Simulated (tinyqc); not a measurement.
Power iteration on a symmetric matrix, step by step. Computed by tinyqc, a small Python program that keeps every step. Settings: method = power, shift = 1.75. Command: `OMP_NUM_THREADS=1 python tinyqc.py 26222 26223 out.jsonl` (the two numbers bound the seeds that draw the settings). One thread of a shared host (Intel(R) Xeon(R) Processor @ 2.60GHz), about 0.01 s of CPU time with the checks.

A, lower triangle:
```
           1          2         3         4
1   0.674000
2  -0.255000   1.118000
3  -0.193000  -0.485000  2.013000
4  -0.128000   0.291000  0.146000  4.349000
```

Stop when the residual |A v - lambda v| is below 1e-9.

Steps:
```
step      lambda  residual
1     3.04802034  1.86e+00
2     3.95454949  1.23e+00
3     4.27279019  6.58e-01
4     4.35824200  3.31e-01
5     4.37944864  1.63e-01
6     4.38460658  8.04e-02
7     4.38585493  3.96e-02
8     4.38615671  1.94e-02
9     4.38622964  9.56e-03
10    4.38624726  4.70e-03
11    4.38625152  2.31e-03
12    4.38625255  1.14e-03
13    4.38625280  5.58e-04
14    4.38625286  2.74e-04
15    4.38625287  1.35e-04
16    4.38625287  6.63e-05
17    4.38625287  3.26e-05
18    4.38625287  1.60e-05
19    4.38625287  7.88e-06
20    4.38625287  3.87e-06
21    4.38625287  1.90e-06
22    4.38625287  9.36e-07
23    4.38625287  4.60e-07
24    4.38625287  2.26e-07
25    4.38625287  1.11e-07
26    4.38625287  5.46e-08
27    4.38625287  2.69e-08
28    4.38625287  1.32e-08
29    4.38625287  6.49e-09
30    4.38625287  3.19e-09
```

Can the last value be used, and what does the course show?

Not by the stop rule, although the second column moves by less than 1e-07 over the last three steps. Not converged in 30 steps: the residual falls only by the ratio of the two largest distances of eigenvalues from the shift, 0.49 a step. all eigenvalues, for comparison: 0.454086  1.084840  2.228821  4.386253.
